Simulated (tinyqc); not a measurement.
Non-radiative capture by multiphonon emission, one effective mode: one step, computed by the program tinyqc. Command: `OMP_NUM_THREADS=1 python tinyqc.py 3000765 3000766 out.jsonl capture walk`. One thread of a shared host (Intel(R) Xeon(R) Processor @ 2.30GHz), about 0.02 s of CPU time with the checks.

The initial state (free carrier plus empty centre) lies dE above the final state; both have the same frequency and are displaced by dQ.

Question. Geometry of the two curves. dQ = sqrt(2 S (hbar^2/u)/hbar omega); relaxation energy lambda = S hbar omega; phonons needed P = dE/hbar omega; classical barrier E_b = (dE - lambda)^2/(4 lambda); occupation n = 1/(exp(hbar omega/k_B T) - 1).

Inputs (values chosen for the exercise, for a model semiconductor): energy released dE = 0.184 eV; phonon energy hbar omega = 13.9 meV; Huang-Rhys factor S = 9.29; temperature T = 300 K.

Centre: repulsive.

Constants: hbar^2/u = 4.18015928e-03 eV angstrom^2; k_B = 8.617333262e-05 eV/K.

Give: dQ; lambda; P; classical barrier E_b; occupation n.

Answer.

dQ = 2.364 u^(1/2) angstrom

lambda = 0.129131 eV

P = 13.24

classical barrier E_b = 0.005829 eV

occupation n = 1.404

dE exceeds lambda: the inverted case usual for deep centres, in which the curves cross on the far side of the initial minimum.
